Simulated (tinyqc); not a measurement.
Valley-orbit splitting of a donor ground state, with strain: one step, computed by the program tinyqc. Command: `OMP_NUM_THREADS=1 python tinyqc.py 3001605 3001606 out.jsonl valleyorbit walk`. One thread of a shared host (Intel(R) Xeon(R) Processor @ 2.30GHz), about 0.01 s of CPU time with the checks.

The basis is the 1s envelope in each valley; energies are counted from the unstrained conduction-band edge. The strain is e_s (a a^T - 1/3) for the unit stress axis a, so valley j along n_j moves by Xi_u e_s w_j with w_j = (n_j.a)^2 - 1/3: +2/3 for [111], -2/9 for the others.

Task: Levels without strain. By symmetry: E(A1) = E_0 + Lambda + 3 Delta_1 (one state), E(T2) = E_0 + Lambda - Delta_1 (three), as binding energies.

Inputs (values chosen for the exercise, for a model many-valley semiconductor): single-valley binding energy E_0 = 10.3 meV; central-cell shift Lambda = 0.16 meV; coupling Delta_1 = 0.22 meV.

Valleys: four along <111>. Stress axis: [111].

Give: E(A1); E(T2).

Result:

E(A1) = 11.12 meV

E(T2) = 10.24 meV

Only A1 has all valley amplitudes in phase, so only it has weight at the nucleus.
